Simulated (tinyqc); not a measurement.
From results back to parameters: Fermi-Dirac statistics of conduction electrons. Five cases, with inputs chosen for the exercise.

Problem. At zero temperature k_F = (3 pi^2 n)^(1/3) and E_F (1 + alpha E_F) = c k_F^2/m, c = hbar^2/2m0, m the density-of-states mass. The Fermi energies at two densities were computed from hidden m and alpha.

Constants: hbar^2/2m0 = 3.80998211 eV angstrom^2.

Find: k_F at nA and nB; m; alpha.

Method. c k^2 (1/m) - E^2 alpha = E is linear in 1/m and alpha; two densities give two equations.

Case 1.

Values chosen (out of a larger set: near those of InAs, lowest valleys alone; not measured data): nA = 9e+17 1/cm^3; nB = 3e+18 1/cm^3.

E_F at nA = 0.102746 eV
E_F at nB = 0.193966 eV

Solution.

k_F at nA and nB (1/angstrom): 0.02987  0.04462

m = 0.0263 m0
alpha = 2.51 1/eV

Case 2.

Values chosen (out of a larger set: near those of Si, lowest valleys alone; not measured data): nA = 6e+20 1/cm^3; nB = 2e+21 1/cm^3.

E_F at nA = 0.227674 eV
E_F at nB = 0.460714 eV

Solution.

k_F at nA and nB (1/angstrom): 0.26093  0.38978

m = 1.02 m0
alpha = 0.49 1/eV

Case 3.

Values chosen (out of a larger set: near those of GaAs, lowest valleys alone; not measured data): nA = 7e+18 1/cm^3; nB = 2e+19 1/cm^3.

E_F at nA = 0.178291 eV
E_F at nB = 0.331144 eV

Solution.

k_F at nA and nB (1/angstrom): 0.05918  0.08398

m = 0.0675 m0
alpha = 0.61 1/eV

Case 4.

Values chosen (out of a larger set: near those of GaN, lowest valleys alone; not measured data): nA = 2e+19 1/cm^3; nB = 7e+19 1/cm^3.

E_F at nA = 0.130598 eV
E_F at nB = 0.292712 eV

Solution.

k_F at nA and nB (1/angstrom): 0.08398  0.12750

m = 0.201 m0
alpha = 0.18 1/eV

Case 5.

Values chosen (out of a larger set: near those of Si, lowest valleys alone; not measured data): nA = 2e+20 1/cm^3; nB = 8e+20 1/cm^3.

E_F at nA = 0.109654 eV
E_F at nB = 0.257004 eV

Solution.

k_F at nA and nB (1/angstrom): 0.18092  0.28719

m = 1.07 m0
alpha = 0.54 1/eV

Computed by tinyqc, one run a case: `OMP_NUM_THREADS=1 python tinyqc.py N N+1 out.jsonl` with N = 1652566, 1652588, 1652599, 1652629, 1652631; one thread of a shared Intel(R) Xeon(R) Processor @ 2.30GHz, about 0.01 s a run at most.
